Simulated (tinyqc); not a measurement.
Sweep of the shear strain: two-band k.p model of the Delta valleys near the X point under shear strain.

Valley pair on the [001] axis, kz counted from the X point, c = hbar^2/2m0, k0 = kx0 2 pi/a. H = (c kz^2/ml + c (kx^2 + ky^2)/mt + c k0^2/ml) 1 + (2 c k0 kz/ml) sigma_z + (D exy - 2 c kx ky/Mp) sigma_x, so E = c kz^2/ml + c (kx^2 + ky^2)/mt + c k0^2/ml -/+ sqrt((2 c k0 kz/ml)^2 + (D exy - 2 c kx ky/Mp)^2). Without strain the lower band has its minima, E = 0, at kz = +/- k0. Shifts from diagonal strain are left out.

For |eta| < 1: k_min = k0 sqrt(1 - eta^2), E_min = -Delta eta^2/2, ml(eta) = ml/(1 - eta^2), 1/m[110] = 1/mt + eta/Mp, 1/m[1-10] = 1/mt - eta/Mp. For |eta| > 1 the minimum sits at X: E_min = -Delta (2 |eta| - 1)/2, ml(eta) = ml/(1 - 1/|eta|), and eta is replaced by its sign in the transverse masses. Here Delta = 2 c k0^2/ml and eta = D exy/Delta.

Constants: hbar^2/2m0 = 3.80998211 eV angstrom^2.

Values chosen for the exercise (near those of Si; not measured data):
- a = 5.43 angstrom (lattice constant)
- ml = 0.933 m0 (longitudinal mass)
- mt = 0.202 m0 (transverse mass)
- kx0 = 0.143 2 pi/a (distance of the minimum from X)
- D = 14.1 eV (shear deformation potential)
- Mp = 0.244 m0 (coupling mass)

Delta = 2 c k0^2/ml, eta = D exy/Delta.

The minimum:

| exy | eta | k_min/k0 | E_min (meV) | ml(eta) | m[110] | m[1-10] | density-of-states mass |
|---|---|---|---|---|---|---|---|
| 0.0000 | 0.000 | 1.000 | 0.0 | 0.933 | 0.2020 | 0.2020 | 0.336 |
| 0.0016 | 0.101 | 0.995 | -1.1 | 0.943 | 0.1864 | 0.2204 | 0.338 |
| 0.0040 | 0.252 | 0.968 | -7.1 | 0.996 | 0.1671 | 0.2553 | 0.349 |
| 0.0079 | 0.498 | 0.867 | -27.7 | 1.241 | 0.1430 | 0.3438 | 0.394 |
| 0.0119 | 0.750 | 0.661 | -63.0 | 2.135 | 0.1246 | 0.5332 | 0.522 |
| 0.0143 | 0.902 | 0.432 | -90.9 | 4.990 | 0.1157 | 0.7968 | 0.772 |
| 0.0190 | 1.198 | 0.000 | -156.1 | 5.644 | 0.1105 | 1.1735 | 0.901 |
| 0.0254 | 1.602 | 0.000 | -246.3 | 2.484 | 0.1105 | 1.1735 | 0.686 |

The valleys reach X at eta = 1, that is exy = 0.0159. The shift is quadratic up to eta = 1 (-7.1 meV at eta = 0.25, -27.7 meV at 0.50) and linear beyond, while 1/m[110] rises linearly, taking m[110] from 0.202 to its floor 0.1105, a gain of 83 % in 1/m. ml(eta) diverges at eta = 1; the largest value listed is 5.64. A deformation-potential model with fixed masses misses all of this.

Computed by tinyqc, a small Python program: `OMP_NUM_THREADS=1 python tinyqc.py 1050045 1050046 out.jsonl` (the numbers bound the seed that draws the inputs); one thread of a shared host (Intel(R) Xeon(R) Processor @ 2.30GHz), about 0.01 s for the whole set of steps.
